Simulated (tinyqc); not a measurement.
Frequency dispersion of an accumulation capacitance by border traps, distributed model: effect of the semiconductor capacitance in accumulation.

Traps spread evenly through the insulator exchange electrons with the semiconductor by tunnelling, with tau(x) = t0 exp(2 ka x) at depth x from the interface. The admittance per area Y seen at depth x obeys dY/dx = -Y^2/(i w eps0 eox) + q Nb ln(1 + i w tau)/tau, with Y(0) = i w Cs and w = 2 pi f; the gate sees Y(tox) = G + i w C. Working variable y = Y/(i w), in uF/cm^2. Cox = eps0 eox/tox.

Cox; trap-free value 1/(1/Cox + 1/Cs); response depth d = ln(1/(w t0))/(2 ka), where w tau = 1; lumped estimate: all traps within d act as C_bt = q Nb d placed at d/2, so C = 1/{1/[1/(1/Cs + d/(2 eps0 eox)) + C_bt] + (tox - d/2)/(eps0 eox)}. C and G from a fine integration; dispersion -d C/d log10 f over C, from f times and over 1.1. For a broad spread of time constants G/w is close to -(pi/2) dC/d ln w.

Parameters, values chosen for the exercise; permittivity close to that of silicon dioxide:
```
symbol   value         unit                                               meaning
eox       3.78                             relative permittivity of the insulator
tox        3.8           nm                                   insulator thickness
Nb      1.8e19  cm^-3 eV^-1                               density of border traps
ka         6.2         1/nm  decay constant of the wave function in the insulator
t0        3e-9            s              time constant of a trap at the interface
f        10000           Hz                                             frequency
```

Constants: q = 1.602176634e-19 C, eps0 = 8.8541878128e-14 F/cm where lengths are in cm. Results are converted to the units shown.

The same in every row: d (nm) = 0.6916.

Effect of the semiconductor capacitance in accumulation:
```
Cs (uF/cm^2),C (uF/cm^2),G/w (uF/cm^2),dispersion (% a decade),-(pi/2) dC/d ln w (uF/cm^2),lumped C (uF/cm^2),trap-free C (uF/cm^2)
0.2,0.2948,0.01969,9.774,0.01966,0.2808,0.1630
0.39,0.3721,0.01612,6.343,0.01610,0.3606,0.2703
0.75,0.4739,0.01196,3.696,0.01195,0.4654,0.4051
1.4,0.5823,0.008219,2.067,0.008212,0.5764,0.5406
2.8,0.6917,0.005159,1.091,0.005149,0.6879,0.6700
5.4,0.7691,0.003429,0.6508,0.003415,0.7664,0.7572
10,0.8169,0.002541,0.4528,0.002523,0.8147,0.8095
20,0.8487,0.002025,0.3462,0.002005,0.8469,0.8436
```

As Cs goes from 0.2 to 20, C rises from 0.295 to 0.849 uF/cm^2, the dispersion falls from 9.77 to 0.346 % a decade and G/w falls from 0.0197 to 0.00203 uF/cm^2. The lumped estimate is 4.8 % below C in the first row and 0.22 % below it in the last. The same traps disperse C more when Cs is small, since they then add to the weaker series term.

tinyqc, about 0.5 s, one thread, Intel Xeon 2.30GHz (shared host): `OMP_NUM_THREADS=1 python tinyqc.py 2202048 2202049 out.jsonl`
